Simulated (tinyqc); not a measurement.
Electron continuity equation in a given potential, Scharfetter-Gummel discretisation: one step of the calculation.

Steady state in one dimension: J = q mu n E + q D dn/dx with E = -dpsi/dx and D = mu Vt, dJ/dx = q (n/tau - G), fixed densities nL and nR at the ends. The potential is given, psi = 0 for x < L/2 and U (2 x/L - 1) beyond, and is not changed by the electrons.

Question. Tridiagonal system for the inner nodes. Row i (1 to 8): B(-d_(i-1)) n_(i-1) + b_i n_i + B(d_i) n_(i+1) = f_i with b_i = -B(-d_i) - B(d_(i-1)) - h^2/(D tau) and f_i = -G h^2/D; the known end values are moved to the right: f_1 loses B(-d_0) nL and f_8 loses B(d_8) nR. h = L/9, D = mu Vt.

Parameters, values chosen for the exercise; mobility close to that of silicon at room temperature: temperature T = 273 K; electron mobility mu = 1340 cm^2/(V s); length of the region L = 5.2 um; density at x = 0 nL = 5.9e12 cm^-3; density at x = L nR = 0 cm^-3; lifetime tau = 4.3e-10 s; uniform generation rate G = 0 cm^-3 s^-1.

Constants: q = 1.602176634e-19 C, kB = 1.380649e-23 J/K, Vt = kB T/q. Results are converted to the units shown.

```
interval	B(d_i)	B(-d_i)
0	1	1
1	1	1
2	1	1
3	1	1
4	0.52318948	1.7039504
5	0.24581054	2.6073323
6	0.24581054	2.6073323
7	0.24581054	2.6073323
8	0.24581054	2.6073323
```

Give: diagonal b; right side f.

Answer.

```
node	diagonal b	right side f (cm^-3)
1	-2.246	-5.900e12
2	-2.246	0
3	-2.246	0
4	-2.950	0
5	-3.377	0
6	-3.099	0
7	-3.099	0
8	-3.099	0
```

tinyqc, about 0.01 s, one thread, Intel Xeon 2.30GHz (shared host): `OMP_NUM_THREADS=1 python tinyqc.py 2220137 2220138 out.jsonl`
